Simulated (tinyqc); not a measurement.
Shallow acceptor in the spherical model (Baldereschi-Lipari), strong spin-orbit limit: one step, computed by the program tinyqc. Command: `OMP_NUM_THREADS=1 python tinyqc.py 3004935 3004936 out.jsonl acceptor walk`. One thread of a shared host (Intel(R) Xeon(R) Processor @ 2.30GHz), about 0.01 s of CPU time with the checks.

The 1S(3/2) state has an s envelope f(r) and a d envelope g(r). In effective units they obey -(f'' + 2f'/r + 2f/r) + mu (g'' + 5g'/r + 3g/r^2) = E f and -(g'' + 2g'/r - 6g/r^2 + 2g/r) + mu (f'' - f'/r) = E g. The cubic term, the split-off band and the central cell are left out.

Problem. Matrices in a small basis. zeta_i = zeta_1 beta^(i-1), i = 1..n, in both channels. Basis: f_i = exp(-zeta_i r), g_i = r exp(-zeta_i r), weight r^2 dr, s = zeta_i + zeta_j. S_ff = 2/s^3, H_ff = zeta_i zeta_j S_ff - 2/s^2; S_gg = 24/s^5, H_gg = 8/s^3 + 24 zeta_i zeta_j/s^5 - 12/s^4; H(f_i, g_j) = mu (6 zeta_i^2/s^4 + 2 zeta_i/s^3); S_fg = 0. Each function is normalised by sqrt(S_ii).

Inputs (values chosen for the exercise, modelled on silicon): functions per channel n = 1; smallest exponent zeta_1 = 0.82 1/a*; ratio beta of exponents = 2.5.

mu = 0.4751288

Give: H; S.

Solution.

H (Ry*), rows f1, g1:
```
[[-0.9676, 0.4611],
 [0.4611, 0.7489]]
```

S, rows f1, g1:
```
[[1, 0],
 [0, 1]]
```

Caution: gamma_3 and gamma_2 differ by more than 0.17 gamma_1: band warping, left out here, adds several per cent to the binding.
